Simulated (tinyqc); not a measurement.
Exciton in a hard-walled quantum well (variational), step by step. Values are carried at full precision from step to step, so a last printed digit may differ when a step is redone from the rounded ones.

Constants: Ry = 13.60569312 eV; a0 (Bohr radius) = 0.5291772105 angstrom; hbar^2/2m0 = 3.80998211 eV angstrom^2; e^2/(4 pi eps0) = 14.39964547 eV angstrom.

Parameters, chosen for this exercise (near those of CdTe; the results hold for these values, not for the real material): me = 0.093 m0 (electron mass); mh = 0.322 m0 (hole mass); eps = 9.8 (dielectric constant); Eg = 1.569 eV (gap); L = 133 angstrom (well width); lams = (38, 54, 65, 77, 92, 115, 153) angstrom (trial lengths).

## Exciton units

1/mu = 1/me + 1/mh, Ry* = Ry mu/eps^2, a* = a0 eps/mu.

mu = 0.07216 m0
Ry* = 10.223 meV
a* = 71.87 angstrom

## Hydrogen-like series

Binding Ry*/n^2 in three dimensions and Ry*/(n - 1/2)^2 in two; strengths relative to n = 1 go as 1/n^3 and (1/2)^3/(n - 1/2)^3. Lines at Eg less the binding.

Series:
```
n  3D binding (meV)  3D line (eV)  3D strength  2D binding (meV)  2D line (eV)  2D strength
1             10.22        1.5588       1.0000             40.89        1.5281       1.0000
2              2.56        1.5664       0.1250              4.54        1.5645       0.0370
3              1.14        1.5679       0.0370              1.64        1.5674       0.0080
4              0.64        1.5684       0.0156              0.83        1.5682       0.0029
```

## The form factor

Electron and hole in the lowest states cos(pi z/L) of a hard-walled well; relative motion in the plane exp(-rho/lam). E(lam) = c/(mu lam^2) - (q/eps) <1/r>, <1/r> = integral over k from 0 to infinity of F(kL) (1 + (k lam/2)^2)^(-3/2), F(x) = [3x + 8 pi^2/x - 32 pi^4 (1 - exp(-x))/(x^2 (x^2 + 4 pi^2))]/(x^2 + 4 pi^2); c = hbar^2/2m0, q = e^2/(4 pi eps0). E is counted from the subband edge.

F at k = 0.5/a*, 1/a*, 2/a*, 4/a* and 8/a*.

Form factor:
```
k a*      k L       F
0.5    0.9253  0.8337
1.0    1.8506  0.7071
2.0    3.7012  0.5315
4.0    7.4024  0.3423
8.0   14.8049  0.1921
```

## Scan over the trial length

Evaluate the integral numerically for each lam.

Scan:
```
lam (angstrom)  <1/r> (1/angstrom)  kinetic (meV)  Coulomb (meV)  E (meV)
38                         0.02734         36.565        -40.168   -3.603
54                         0.02194         18.107        -32.237  -14.130
65                         0.01938         12.497        -28.473  -15.977
77                         0.01722          8.905        -25.299  -16.394
92                         0.01514          6.238        -22.239  -16.001
115                        0.01279          3.992        -18.795  -14.803
153                        0.01021          2.256        -15.005  -12.750
```

## The minimum

Minimise E over lam.

lam = 76.5 angstrom
binding energy = 16.39 meV
in Ry* = 1.604
lam/a* = 1.065

The strict two-dimensional limit is 4 Ry* with lam = a*/2; L/a* = 1.85 here.

## Checks

- Binding of a very thin well (L = a*/5000) against 4 Ry*, meV: both 40.9.
- F(3) from a double integral on a grid against the closed form: both 0.5885.

(tinyqc, `OMP_NUM_THREADS=1 python tinyqc.py 1281432 1281433 out.jsonl`, Intel(R) Xeon(R) Processor @ 2.30GHz, 1 thread, shared host, about 0.04 s.)
